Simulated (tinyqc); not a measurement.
The Fermi level, mass and scattering length from S, n and sigma.

Question. Bulk parabolic band, x = (E - Ec)/kB T, C = hbar^2/(2 m0), kB T in eV. Modes per area gv m kB T x/(4 pi C) times the back-scattering length l0 x^rr give the transport function s0 X(x), s0 = (2 q^2/h) gv m kB T l0/(4 pi C), X = x^(1 + rr). I_k = int X (x - eta)^k w dx, w = 1/(4 cosh^2((x - eta)/2)). sigma = s0 I_0, S = -(kB/q) I_1/I_0; n = 2 gv (m kB T/(4 pi C))^1.5 F(eta), F(y) = (2/sqrt(pi)) int_0^infinity sqrt(u)/(1 + exp(u - y)) du. Find eta, m and l0.

Inputs (values chosen for the exercise): temperature T = 200 K; valleys gv = 6; energy exponent of that length rr = 1.

Constants: q = 1.602176634e-19 C, kB = 1.380649e-23 J/K, hbar = 1.054571817e-34 J s, h = 6.62607015e-34 J s, m0 = 9.1093837015e-31 kg, Vt = kB T/q, hbar^2/(2 m0) = 0.0380998212 eV nm^2. Results are converted to the units shown.

S = -370.78966 uV/K
n = 2.0051084e18 cm^-3
sigma = 24.462950 S/cm

Answer. |S| falls steadily as eta rises and depends on nothing else, so it fixes eta; n then gives m, and sigma gives l0.

eta = -1.20
m = 0.200 m0
l0 = 1.30 nm

tinyqc, about 0.1 s, one thread, Intel Xeon 2.30GHz (shared host): `OMP_NUM_THREADS=1 python tinyqc.py 2800026 2800027 out.jsonl`
